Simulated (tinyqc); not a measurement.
# Input admittance of a MOSFET at zero drain bias: distributed channel and distributed gate: effect of the gate overdrive

Source and drain grounded, strong inversion, w = 2 pi f, Cox = eps0 eox/tox. The channel is an RC line of resistance 1/(mu Cox Vo) per square fed from both ends, so one finger has the intrinsic admittance y = i w Cox L tanh(g)/g per width, g = (1/2) sqrt(i w tau), tau = L^2/(mu Vo). The vertical resistance rv/L is in series with y, the overlaps 2 i w Cov in parallel: y_t = 1/(1/y + rv/L) + 2 i w Cov. The gate strip is a line of Rsh/L per length loaded by y_t, so a finger has Y = y_t Wf tanh(k)/k, k = (Wf/sd) sqrt(y_t Rsh/L); the device has Nf Y.

Low-frequency limits, with c = Cox L and ct = c + 2 Cov: R_strip = Rsh Wf/(3 sd^2 L Nf), R_ch = (c/ct)^2 L/(12 mu Cox Vo Wf Nf), R_vert = (c/ct)^2 rv/(L Wf Nf), C = ct Wf Nf. Z = 1/(Nf Y) = R + 1/(i w C), Q = |Im Z|/R, far-point signal |1/cosh k|.

Parameters, values chosen for the exercise; values of the order met in silicon radio-frequency transistors:
- eox = 3.9 (relative permittivity of the gate insulator (close to silicon dioxide))
- tox = 2.8 nm (insulator thickness)
- L = 0.68 um (channel length)
- Wf = 4.4 um (finger width)
- Nf = 4 (number of fingers)
- mu = 120 cm^2/(V s) (channel mobility)
- Rsh = 3 ohm/square (sheet resistance of the gate)
- rv = 9.5 ohm um^2 (vertical resistivity of the gate stack)
- sd = 1 (number of ends at which a finger is contacted)
- Cov = 0.4 fF/um (overlap and fringe capacitance on each side)
- f = 12 GHz (frequency)

Constants: eps0 = 8.8541878128e-14 F/cm where lengths are in cm. Results are converted to the units shown.

Result of one run:
```
w tau,|k|,R (ohm),low-frequency R (ohm),C (fF),Q,signal at the far point
2.324,0.2400,16.73,16.78,160.1,4.954,0.9946
```

Which gate overdrive Vo gave this result: 0.2, 0.8, 0.95, 1.1 or 1.25 V?

Vo = 1.25 V.

The whole series:
```
Vo (V),w tau,|k|,R (ohm),low-frequency R (ohm),C (fF),Q,signal at the far point
0.2,14.53,0.1895,81.78,92.94,121.9,1.331,0.9894
0.35,8.301,0.2154,51.74,54.08,144.4,1.775,0.9889
0.5,5.811,0.2270,37.71,38.54,152.5,2.307,0.9900
0.65,4.470,0.2328,29.79,30.17,156.0,2.854,0.9913
0.8,3.632,0.2360,24.73,24.94,157.9,3.397,0.9924
0.95,3.058,0.2379,21.24,21.37,158.9,3.929,0.9933
1.1,2.641,0.2392,18.68,18.76,159.6,4.449,0.9940
1.25,2.324,0.2400,16.73,16.78,160.1,4.954,0.9946
```

As Vo goes from 0.2 to 1.25, R falls from 81.8 to 16.7 ohm, C rises from 122 to 160 fF and Q rises from 1.33 to 4.95. Only the channel term depends on Vo.

Computed by the program tinyqc: `OMP_NUM_THREADS=1 python tinyqc.py 2262113 2262114 out.jsonl`, one thread of a shared Intel Xeon 2.30GHz, about 0.01 s for the whole run.
